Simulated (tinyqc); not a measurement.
Polytypes by hexagonality, and a cubic inclusion as a quantum well: one step. The bound level without the field. Two cases, with inputs chosen for the exercise.

Problem. Give V, L, the level E, its depth below the host conduction edge and the transition to the valence top of the host, gap(host) - (V - E).

Gap: E3 + (E2 - E3) h. Valence top Ev2 h and polarisation P2 h, both counted from 3C; Ec = Ev + gap.

A cubic inclusion of width L = N d in the host (h = 1) is a well of depth V = Ec(host) - Ec(3C). Square well with mass mismatch: k tan(k L/2) = (m_w/m_b) q, k = sqrt(m_w E/c), q = sqrt(m_b (V - E)/c), c = hbar^2/2m0, lowest root. The depth of the level, V - E, is its binding, and the transition to the valence top of the host is gap(host) - (V - E). The step in polarisation gives a field |F| = |P|/(eps eps0) in a thin inclusion, eps0 = 8.8541878e-12 F/m.

Constants: hbar^2/2m0 = 3.80998211 eV angstrom^2.

Give: V; L; E above the bottom; depth below the host edge; transition.

Case 1.

Values chosen (of the order of those of InAs; shifted at random, so the results belong to these values and not to a real crystal): E3 = 0.411 eV (gap of the cubic polytype); E2 = 0.457 eV (gap of 2H); Ev2 = 0.046 eV (valence top of 2H above that of 3C); P2 = 0.0021 C/m^2 (spontaneous polarisation of 2H); m = (0.025, 0.025) m0 (electron mass along c in the cubic layer and in the host); d = 3.5 angstrom (thickness of a double layer); eps = 14.7 (dielectric constant); N = 18 (double layers in the cubic inclusion).

Solution.

V = 0.0920 eV
L = 63.000 angstrom
E above the bottom = 0.0603 eV
depth below the host edge = 0.0317 eV
transition = 0.4253 eV

The level keeps 34 % of the well depth. The transition lies above the gap of 3C itself (0.411 eV).

Case 2.

Values chosen (of the order of those of InAs; shifted at random, so the results belong to these values and not to a real crystal): E3 = 0.418 eV (gap of the cubic polytype); E2 = 0.458 eV (gap of 2H); Ev2 = 0.037 eV (valence top of 2H above that of 3C); P2 = 0.002 C/m^2 (spontaneous polarisation of 2H); m = (0.025, 0.028) m0 (electron mass along c in the cubic layer and in the host); d = 3.501 angstrom (thickness of a double layer); eps = 15.4 (dielectric constant); N = 9 (double layers in the cubic inclusion).

Solution.

V = 0.0770 eV
L = 31.509 angstrom
E above the bottom = 0.0679 eV
depth below the host edge = 0.0091 eV
transition = 0.4489 eV

The level keeps 12 % of the well depth. The transition lies above the gap of 3C itself (0.418 eV).

Computed by tinyqc, one run a case: `OMP_NUM_THREADS=1 python tinyqc.py N N+1 out.jsonl` with N = 1850238, 1850241; one thread of a shared Intel(R) Xeon(R) Processor @ 2.30GHz, about 0.08 s a run at most.
